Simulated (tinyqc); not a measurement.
Carrier lifetime of a p-type layer with SRH, radiative, Auger and surface recombination: effect of the capture cross-section for electrons at dn = 1e15 cm^-3.

Uniform excess density dn = dp (no trapping), n = n0 + dn, p = p0 + dn, Boltzmann statistics, full ionisation. Surfaces enter as a rate 2 S dn/d, which holds while diffusion to them is fast.

ni = sqrt(Nc Nv) exp(-Eg/(2 Vt)), Eg in volts; majority density N/2 + sqrt(N^2/4 + ni^2), n0 p0 = ni^2; n1 = Nc exp(-Et/Vt), p1 = Nv exp((Et - Eg)/Vt); tn0 = 1/(sn vth Nt), tp0 = 1/(sp vth Nt). With e = n p - ni^2 = dn (n0 + p0 + dn): U_SRH = e/(tp0 (n + n1) + tn0 (p + p1)), U_rad = B e, U_Aug = (Cn n + Cp p) e, U_s = 2 S dn/d. Each tau is dn over its rate; tau = dn/U with U the sum. Here dn = 1e15 cm^-3.

Inputs (values chosen for the exercise); band and dielectric values close to those of silicon:
- T = 250 K (temperature)
- Eg = 1.11 eV (band gap)
- Nc = 2.15e19 cm^-3 (conduction-band density of states at T)
- Nv = 2.03e19 cm^-3 (valence-band density of states at T)
- B = 4.79e-15 cm^3/s (radiative coefficient)
- N = 7.8e17 cm^-3 (acceptor density)
- Cn = 2.8e-31 cm^6/s (Auger coefficient (two electrons))
- Cp = 1.2e-31 cm^6/s (Auger coefficient (two holes))
- Nt = 2.4e11 cm^-3 (trap density)
- sp = 4e-16 cm^2 (capture cross-section for holes)
- vth = 1.8e7 cm/s (thermal velocity (both carriers))
- Et = 0.29 eV (trap level below the conduction band)
- S = 0 cm/s (surface recombination velocity (both faces))
- d = 10 um (sample thickness)

Constants: q = 1.602176634e-19 C, kB = 1.380649e-23 J/K, Vt = kB T/q. Results are converted to the units shown.

The same in every row: tau_rad (s) = 2.6731e-4; tau_Aug (s) = 1.3621e-5.

Result of one run:
```
sn (cm^2)  tau_SRH (s)    tau (s)  radiative share (%)  largest path
4e-18         0.057871  1.2958e-5               4.8476         Auger
```

What becomes of these results when the capture cross-section for electrons sn is changed from 4e-18 to 4e-13 cm^2, all else the same?

Result of the changed run:
```
sn (cm^2)  tau_SRH (s)    tau (s)  radiative share (%)  largest path
4e-13        1.3424e-6  1.2164e-6              0.45505           SRH
```

The whole series:
```
sn (cm^2)  tau_SRH (s)    tau (s)  radiative share (%)  largest path
4e-19          0.57870  1.2961e-5               4.8486         Auger
4e-18         0.057871  1.2958e-5               4.8476         Auger
4e-17        0.0057878  1.2932e-5               4.8378         Auger
4e-16        5.7947e-4  1.2677e-5               4.7426         Auger
4e-15        5.8634e-5  1.0615e-5               3.9709         Auger
4e-14        6.5507e-6  4.3514e-6               1.6279           SRH
4e-13        1.3424e-6  1.2164e-6              0.45505           SRH
```

Auger recombination leads at sn = 4e-19, SRH from 4e-14 on. tau_SRH falls from 0.579 to 1.34e-6 s and the total lifetime falls from 1.30e-5 to 1.22e-6 s.

Program tinyqc, `OMP_NUM_THREADS=1 python tinyqc.py 2300019 2300020 out.jsonl`; Intel Xeon 2.30GHz, shared host, one thread, about 0.01 s.
